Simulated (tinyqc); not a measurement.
# Schottky diode by thermionic emission with image-force lowering and series resistance: a Richardson plot

Metal on an n-type semiconductor with one parabolic valley; V > 0 is forward bias (metal positive). I = I0 [exp(Vj/(n Vt)) - 1] with Vj = V - I Rs; I0 = S A* T^2 exp(-(phi - dphi)/Vt), the lowering dphi taken at zero bias.

A* = 4 pi q me m0 kB^2/h^3 (times 1e-4 for A/(cm^2 K^2)); Nc = 2 (2 pi me m0 kB T/h^2)^1.5 (times 1e-6 for cm^-3); xi = Vt ln(Nc/Nd), Vbi = phi - xi; surface field Em = sqrt(2 q Nd (Vbi - V - Vt)/(eps0 eps_r)); dphi = sqrt(q Em/(4 pi eps0 eps_r)). Here V = 0 in Em; phi is held fixed.

Inputs (values chosen for the exercise); band and dielectric values close to those of indium phosphide: electron mass me = 0.0812 m0; relative permittivity eps_r = 12.4; barrier height seen from the metal phi = 0.56 eV; donor density Nd = 4.2e16 cm^-3; area S = 1.4e-5 cm^2.

Constants: q = 1.602176634e-19 C, kB = 1.380649e-23 J/K, h = 6.62607015e-34 J s, m0 = 9.1093837015e-31 kg, Vt = kB T/q, eps0 = 8.8541878128e-14 F/cm where lengths are in cm. Results are converted to the units shown.

Results:
```
T (K),dphi (meV),I0 (A),ln(I0/(S T^2)),1/Vt (1/V)
200,30.271,2.4489e-13,-28.458,58.023
240,30.029,5.8481e-11,-23.347,48.352
320,29.487,6.1741e-8,-16.961,36.264
360,29.187,6.5621e-7,-14.833,32.235
400,28.868,4.4426e-6,-13.131,29.011
450,28.440,3.0811e-5,-11.430,25.788
```

Estimate the missing row, T = 280 K.

Computed row:
```
T (K),dphi (meV),I0 (A),ln(I0/(S T^2)),1/Vt (1/V)
280,29.767,3.0623e-9,-19.697,41.445
```

With this row back in the table: I0 grows by 8.10 decades. The line through the end rows has the slope -0.5283 eV and the intercept ln(8.96 A/(cm^2 K^2)), against phi = 0.56 eV and A* = 9.76. The difference comes from the lowering: dphi falls from 30.3 to 28.4 meV.

tinyqc, about 0.01 s, one thread, Intel Xeon 2.30GHz (shared host): `OMP_NUM_THREADS=1 python tinyqc.py 2640035 2640036 out.jsonl`
